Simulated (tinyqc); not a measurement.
Reduced doping and fringe capacitance from two biases.

Problem. C = eps0 eps_r hr/W + Cf with W = sqrt(2 eps0 eps_r (Vb + V)/(q Nr)), 1/Nr = 1/Na + 1/Nd. Find Cf, W at zero bias and Nr.

Parameters, values chosen for the exercise; values close to those of silicon near 1550 nm: relative permittivity of the semiconductor eps_r = 11.7; built-in voltage Vb = 0.92 V; rib height hr = 310 nm.

Constants: q = 1.602176634e-19 C, eps0 = 8.8541878128e-14 F/cm where lengths are in cm. Results are converted to the units shown.

C at V = 0 and 3 V (pF/m): 464.76313  246.29295

Solution. C is linear in (Vb + V)^(-1/2); the intercept is Cf.

Cf = 41.00 pF/m
W(0) = 75.78 nm
Nr = 2.072e17 cm^-3

Computed by the program tinyqc: `OMP_NUM_THREADS=1 python tinyqc.py 2650127 2650128 out.jsonl`, one thread of a shared Intel Xeon 2.30GHz, about 0.01 s for the whole run.
